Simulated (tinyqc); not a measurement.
Epitaxial growth on a vicinal surface: Burton-Cabrera-Frank step flow, step-edge barrier and island nucleation. From one set of inputs to another, one input at a time. Computed by tinyqc, a small Python program. Command: `OMP_NUM_THREADS=1 python tinyqc.py 3004037 3004038 out.jsonl stepflow ladder`. One thread of a shared host (Intel(R) Xeon(R) Processor @ 2.30GHz), about 0.04 s of CPU time with the checks.

Adatoms land at rate F, hop on a square grid (a simplification for hexagonal faces), desorb, or join steps. Lengths are in units of a and n is the adatom coverage. Steps ascend at x = 0 and descend at x = l.

The inputs printed are set A. Set A is close to those used for Ge(001); the values taken over come from a set close to those used for Si(111). Inputs not listed in the table keep their values of set A, so the rows need not describe a real material.

Inputs (values chosen for the exercise, close to those used for Ge(001)):
```
quantity                                    value      unit
site spacing a                                  4  angstrom
step height h                                1.41  angstrom
diffusion barrier E_d                       0.599        eV
desorption energy E_a                        2.47        eV
adatom formation energy E_f                  1.09        eV
step-edge barrier E_s                           0        eV
attempt frequency nu                            1       THz
deposition rate F                            0.67  layers/s
miscut angle                                    2   degrees
temperature T                                 390         C
critical nucleus size i                         2         -
binding energy of the critical nucleus E_i   0.59        eV
```

Constants: k_B = 8.617333262e-05 eV/K.

Method:
- D = nu exp(-E_d/(k_B T)) (a^2/s, nu counted per direction); tau = exp(E_a/(k_B T))/nu; x_s = sqrt(D tau); n_eq = exp(-E_f/(k_B T)); terrace width l = h/(a tan(miscut)); Schwoebel length l_s = exp(E_s/(k_B T)) - 1.
- Temperatures in kelvin are T(C) + 273.15.
- D n'' - n/tau + F = 0 with n(0) = n_eq and -l_s n'(l) = n(l) - n_eq. With u = n - F tau, A = n_eq - F tau, y = l/x_s, s = l_s/x_s: u = A cosh(x/x_s) + B sinh(x/x_s), B = A (1 - cosh y - s sinh y)/(sinh y + s cosh y). Flux into the ascending step J+ = D B/x_s, over the descending one J- = -(D/x_s)(A sinh y + B cosh y); step velocity J+ + J-; growth rate (J+ + J-)/l. For small y: J+ + J- = (F - n_eq/tau) l, J-/J+ = l/(l + 2 l_s).
- The coverage peaks where n' = 0, tanh(x/x_s) = -B/A.
- Island density on a flat surface without desorption: N = 0.25 (F/D)^(i/(i+2)) exp(E_i/((i+2) k_B T)) per site, with E_i = 0 for i = 1; spacing l_n = N^(-1/2). Step flow needs an effective width l_eff = 2 x(peak) below l_n.

Each row keeps all changes above it:
```
input moved                        from    to  ratio l_eff/l_n  J- (atoms per step site and s)  growth rate (layers/s)
set A                                 -     -           0.2281                            3.38                   0.670
desorption energy E_a (eV)         2.47  3.03           0.2281                            3.38                   0.670
miscut angle (degrees)                2     4           0.1139                            1.69                   0.670
adatom formation energy E_f (eV)   1.09  1.07           0.1139                            1.69                   0.670
diffusion barrier E_d (eV)        0.599  1.04           0.7842                            1.69                   0.670
temperature T (C)                   390   900           0.0619                            1.69                   0.670
deposition rate F (layers/s)       0.67   9.5           0.1201                           23.94                   9.500
```

Ratio l_eff/l_n goes from 0.228 to 0.120, a factor 0.527 in all. The largest single move comes from temperature T (a factor 0.0789), and diffusion barrier E_d works against it (a factor 6.88). J- goes from 3.38 to 23.9, a factor 7.08 in all. The largest single move comes from deposition rate F (a factor 14.2), and miscut angle works against it (a factor 0.499). Growth rate goes from 0.670 to 9.50, a factor 14.2 in all. The largest single move comes from deposition rate F (a factor 14.2). The single moves hold for this order of the switches; the total does not depend on the order.

Caution (all rows): the prefactor 0.25 and the criterion are estimates, good to a factor of about two in length. Caution (rows miscut angle, adatom formation energy E_f, diffusion barrier E_d, temperature T, deposition rate F): terraces under ten sites wide are at the edge of a continuum description.

Extremes, crossings and ranges named in words are read from the listed rows.
